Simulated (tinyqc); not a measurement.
Born-Mayer model of an ionic crystal AB. Changing the pressure P. Computed by tinyqc, a small Python program. Command: `OMP_NUM_THREADS=1 python tinyqc.py 3005108 3005109 out.jsonl bornmayer sweep`. One thread of a shared host (Intel(R) Xeon(R) Processor @ 2.30GHz), about 0.01 s of CPU time with the checks.

Energies are per ion pair and r is the nearest distance of unlike ions.

Inputs (values chosen for the exercise, for a model salt):
```
quantity                        value           unit
ionic charge z                      1              -
unlike repulsion lambda           534             eV
range rho                       0.293       angstrom
like repulsion lambda2            909             eV
dispersion C between like ions     42  eV angstrom^6
```

Structure: rock salt. Short range: with like-ion terms.

Constants: e^2/(4 pi eps_0) = 14.39964548 eV angstrom; 1 eV/angstrom^3 = 160.2176634 GPa.

Method:
- Madelung constant M, unlike neighbours z1, like neighbours z2 at f r, volume per pair: rock salt 1.747565, 6, 12, sqrt2, 2 r^3; caesium chloride 1.762675, 8, 6, 2/sqrt3, 8 r^3/(3 sqrt3); zinc blende 1.638055, 4, 12, sqrt(8/3), 16 r^3/(3 sqrt3).
- U(r) = -M z^2 e^2/(4 pi eps_0 r) + z1 lambda exp(-r/rho) + z2 [lambda2 exp(-f r/rho) - C/(f r)^6] (one mean like-ion term for both sublattices).
- With the volume written as c r^3, under pressure take the root at the minimum of the enthalpy and solve U'(r) + 3 c r^2 P = 0; H = U + P V; B = (U'' - 2 U'/r)/(9 c r).

One run for each value; columns: (1) pressure P (GPa); (2) volume at P (angstrom^3); (3) bulk modulus at P (GPa); (4) enthalpy at P (eV per pair); (5) distance at P (angstrom):
```
(1)    (2)    (3)     (4)    (5)
0    22.36   58.1  -9.980  2.236
2    21.65   66.6  -9.706  2.212
5    20.78   79.0  -9.309  2.182
10   19.64   98.7  -8.679  2.141
20   18.02  135.9  -7.507  2.081
30   16.88  171.3  -6.420  2.036
50   15.30  238.5  -4.418  1.970
80   13.77  333.9  -1.707  1.902
```

Over the rows, volume at P (angstrom^3) falls from 22.4 to 13.8; bulk modulus at P (GPa) rises from 58.1 to 334; enthalpy at P (eV per pair) rises from -9.98 to -1.71. dB/dP is 4.28 between the first rows and 3.18 between the last; dH/dP equals the volume.

Extremes, crossings and ranges named in words are read from the listed rows.
